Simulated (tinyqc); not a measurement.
Worked calculation: Hubbard chain of 3 sites. One step of it, computed by the program tinyqc.

Problem. Mean-field iteration 3. H(up) = T + U n(down), H(down) = T + U n(up); fill the lowest levels; n(new) = n + mixing (n(out) - n); E = tr T (rho up + rho down) + U sum n_up n_down of the output.

one-body matrix (hopping and site energies) (eV), lower triangle:
```
           1          2         3
1   0.580000
2  -1.200000  -0.860000
3   0.000000  -1.200000  0.170000
```

U = 6.700000 eV

electrons, up and down: 2  1

mixing = 1

n(up) after iteration 2: 1 0.948475, 2 0.096196, 3 0.955328

n(down) after iteration 2: 1 0.030398, 2 0.936585, 3 0.033017

Give: levels, up; levels, down; energy; n(up) after iteration 3; n(down) after iteration 3.

Solution.

levels, up (eV): -0.008  0.646  5.953

levels, down (eV): -0.607  6.685  7.213

energy = -0.978 eV

n(up) after iteration 3: 1 0.951, 2 0.091, 3 0.958

n(down) after iteration 3: 1 0.024, 2 0.949, 3 0.027
